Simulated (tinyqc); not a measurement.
Inside a calculation. Model: a particle near a wafer in liquid: double-layer and van der Waals forces (DLVO), deposition barrier and removal. Computed by tinyqc, a small Python program that keeps every step. Command: `OMP_NUM_THREADS=1 python tinyqc.py 3111967 3111968 out.jsonl dlvo walk`. One thread of a shared host (Intel(R) Xeon(R) Processor @ 2.30GHz), about 0.01 s of CPU time with the checks. Intermediate numbers are printed to about 6 digits and carried at full precision; extremes and crossings named in words are read from the listed rows.

Sphere and flat wall, Derjaguin approximation, constant potentials in the linear-superposition form, no retardation and no hydration force.

Inputs (values chosen for the exercise, of the order of those for silica on silica in water): particle radius R = 42 nm; Hamaker constant A = 4.5e-21 J; potential of the particle psi_1 = -14 mV; potential of the wafer psi_2 = -57 mV; salt concentration c = 0.082 mol/L; valence z of the symmetric salt = 2; temperature T = 293 K; dielectric constant of the liquid = 80.2; gap h = 1.2 nm; contact distance h0 = 0.4 nm; contact radius over R = 0.044; viscosity = 0.86 mPa s.

Constants: e = 1.602176634e-19 C; N_A = 6.02214076e+23 1/mol; eps_0 = 8.8541878128e-12 F/m; k_B = 1.380649e-23 J/K; k_B = 8.617333262e-05 eV/K.

## Screening

kappa^2 = 2 z^2 e^2 N_A (1000 c)/(eps eps_0 k_B T); gamma_i = tanh(z e psi_i/(4 k_B T)); Z = 64 pi eps eps_0 (k_B T/(z e))^2 gamma_1 gamma_2.

kappa = 1.87889 1/nm

Debye length = 0.532230 nm

gamma_1 = -0.270350

gamma_2 = -0.810597

Z = 4.98660 pN

kappa R = 78.9133

Like signs: the double layers repel.

## Energy and force at one gap

U(h) = Z R exp(-kappa h) - A R/(6 h); F(h) = -dU/dh = kappa Z R exp(-kappa h) - A R/(6 h^2), positive for repulsion.

double-layer energy = 5.43144 k_B T

van der Waals energy = -6.48901 k_B T

U(h) = -1.05757 k_B T

F(h) = 19.4075 pN

## The curve

The formulas are those given above.

Against the gap:
```
h (nm)  kappa h  U (k_B T)        F (pN)
0.4      0.7516    4.95080  -1.12833e+01
0.6      1.1273    3.79105   3.99561e+01
1.0      1.8789    0.12203   2.86124e+01
1.5      2.8183   -2.10008   9.49466e+00
2.5      4.6972   -2.64252  -1.45096e+00
4.0      7.5155   -1.91851  -1.75446e+00
7.0     13.1522   -1.11230  -6.42093e-01
12.0    22.5466   -0.64890  -2.18750e-01
20.0    37.5777   -0.38934  -7.87500e-02
40.0    75.1555   -0.19467  -1.96875e-02
```

Caution: in rows where h is not small against R, A R/(6 h) overstates the van der Waals term. Caution: in rows with kappa h below 1 linear superposition is only rough.

## Barrier and secondary minimum

F = 0 reads x^2 exp(-x) = y with x = kappa h and y = A kappa/(6 Z); the left side peaks at x = 2 with 4/e^2 = 0.5413, so roots exist for smaller y: x < 2 is the barrier, x > 2 the secondary minimum.

y = 0.282590

position of the barrier = 0.419659 nm

barrier height = 4.97727 k_B T

position of the secondary minimum = 2.16727 nm

energy at the secondary minimum = -2.71058 k_B T

A barrier of this size slows deposition by roughly exp(barrier). The secondary minimum is deep enough to hold particles loosely.

## Critical salt concentration

The barrier height is zero when U = 0 and F = 0 together: kappa h = 1 and kappa = 6 Z/(e A), e = 2.718282 here; c follows from kappa^2, with the potentials held fixed.

critical kappa = 2.44596 1/nm

critical concentration = 0.138967 mol/L

## Adding salt

kappa scales as sqrt(c); potentials are held fixed. A dash marks rows without a maximum.

Against the concentration:
```
c (mol/L)  Debye length (nm)  barrier at (nm)  barrier (k_B T)  minimum at (nm)  minimum (k_B T)
1.39e-05             40.8789          2.55840          45.5885      4.19496e+02     -1.67534e-02
1.39e-04             12.9270          1.47631          40.9110      1.13812e+02     -6.06469e-02
1.39e-03              4.0879          0.87241          32.8977      2.97188e+01     -2.25975e-01
6.95e-03              1.8282          0.62153          24.3229      1.11907e+01     -5.82156e-01
2.78e-02              0.9141          0.48287          14.4008      4.60607e+00     -1.35506e+00
6.95e-02              0.5781          0.42637           6.4999      2.44636e+00     -2.43082e+00
1.25e-01              0.4311          0.40937           1.0082      1.56616e+00     -3.60343e+00
2.08e-01              0.3342          0.42074          -3.8077      9.98067e-01     -5.18964e+00
4.17e-01              0.2360                -                -                -                -
```

At low salt the barrier tends to Z R = 51.8 k_B T; it is half of that between 0.0014 and 0.0069 mol/L and changes sign at 0.14 mol/L, while the secondary minimum deepens to -3.6 k_B T at 0.9 of that.

## Removing an attached particle

Adhesion F_a = A R/(6 h0^2) [1 + a^2/(R h0)] - kappa Z R exp(-kappa h0), a the contact radius. Drag in a shear flow F_d = 1.7 x 6 pi mu R^2 G, acting at 1.4 R; rolling starts when 1.4 R F_d = a F_a. Wall shear stress = mu G.

van der Waals adhesion = 236.896 pN

net adhesion F_a = 51.3040 pN

wall shear stress for rolling = 28.5251 Pa

shear rate G = 33168.7 1/s

Checks made by the program: force against a difference of U (relative difference below 1e-10).
